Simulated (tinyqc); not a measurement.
# Read current of a NAND string, cells in series solved by shooting: effects of single changes

Cells in series, numbered from 0 at the source line (0 V) to the bit line, each followed by a gap resistance Rg. A cell with gate Vg, threshold VT, source Vs and drain Vd passes I = 2 nf K Vt^2 [F(Vs) - F(Vd)]/(1 + th max(Vg - VT, 0)), F(V) = ln^2(1 + exp((Vg - VT - nf V)/(2 nf Vt))). The selected cell has Vg = Vr, the others Vg = Vp.

Values chosen for this exercise; values of the order met in vertical NAND strings: temperature T = 300 K; gain factor of a cell K = 7.5 uA/V^2; slope factor nf = 2.2; mobility reduction factor th = 0.19 1/V; resistance of the gap between cells Rg = 1.7 kohm; bit-line voltage Vbl = 0.5 V; pass voltage Vp = 6.3 V; threshold of an erased cell Ve = -1.2 V; threshold of the highest state Vh = 3.9 V; threshold of the selected cell Vx = 1.2 V; sensing current Is = 20 nA; read voltage on the selected word line Vr = 3.2 V.

Constants: q = 1.602176634e-19 C, kB = 1.380649e-23 J/K, Vt = kB T/q. Results are converted to the units shown.

Each table varies one quantity; the others keep the values above.

## Read current against the number of cells

For a trial current I start at 0 V and, cell by cell, solve for the drain: sqrt(F(Vd)) = sqrt(F(Vs) - I/k), k = 2 nf K Vt^2/(1 + th max(Vg - VT, 0)), Vd = [Vg - VT - 2 nf Vt ln(exp(sqrt F) - 1)]/nf, then add I Rg. The string current is the I for which the last node reaches Vbl. The apparent threshold is the Vr at which I = Is. Background: all other cells erased (VT = Ve) or all in the highest state (VT = Vh); ratio and shift are high over erased and high minus erased. The selected cell is in the middle, cell n/2.

Read current against the number of cells:
```
n	I, others erased (uA)	I, others high (uA)	ratio	apparent VT, erased (V)	apparent VT, high (V)	background shift (mV)
8	1.067	0.5716	0.5357	1.262	1.269	6.801
16	0.5865	0.2894	0.4935	1.270	1.283	13.68
32	0.3080	0.1456	0.4726	1.286	1.314	27.69
64	0.1579	0.07301	0.4623	1.318	1.375	56.76
96	0.1062	0.04872	0.4589	1.351	1.438	87.33
128	0.07997	0.03656	0.4572	1.383	1.503	119.6
192	0.05354	0.02439	0.4554	1.449	1.645	196.5
```

What does the table show?

With erased neighbours the current falls from 1.07 to 0.0535 uA, as n^(-0.86) between the first two rows and n^(-0.99) between the last two (-1 once the series resistance rules). The ratio falls from 0.536 to 0.455 and the background shift rises from 6.80 to 196 mV.

## Effect of the position of the selected cell

Same model as above.

The string has 128 cells, numbered from the source.

Effect of the position of the selected cell:
```
j	I, others erased (uA)	I, others high (uA)	ratio	apparent VT, erased (V)	apparent VT, high (V)	background shift (mV)
0	0.08031	0.03658	0.4554	1.254	1.254	0.1328
18	0.08024	0.03657	0.4558	1.290	1.321	31.35
36	0.08015	0.03657	0.4563	1.326	1.391	64.34
54	0.08004	0.03656	0.4568	1.363	1.462	99.26
73	0.07990	0.03656	0.4575	1.401	1.540	138.4
91	0.07974	0.03655	0.4584	1.438	1.616	178.0
109	0.07951	0.03653	0.4595	1.475	1.696	220.3
127	0.07922	0.03651	0.4609	1.513	1.778	265.6
```

From the source end to the bit-line end the apparent VT with high neighbours rises from 1.254 to 1.778 V and the background shift rises from 0.133 to 266 mV. Cells and gaps on the source side raise the source of the selected cell, which costs nf times that voltage in gate drive; those on the drain side only lower its drain voltage.

Computed by the program tinyqc: `OMP_NUM_THREADS=1 python tinyqc.py 2142078 2142079 out.jsonl`, one thread of a shared Intel Xeon 2.30GHz, about 0.9 s for the whole run.
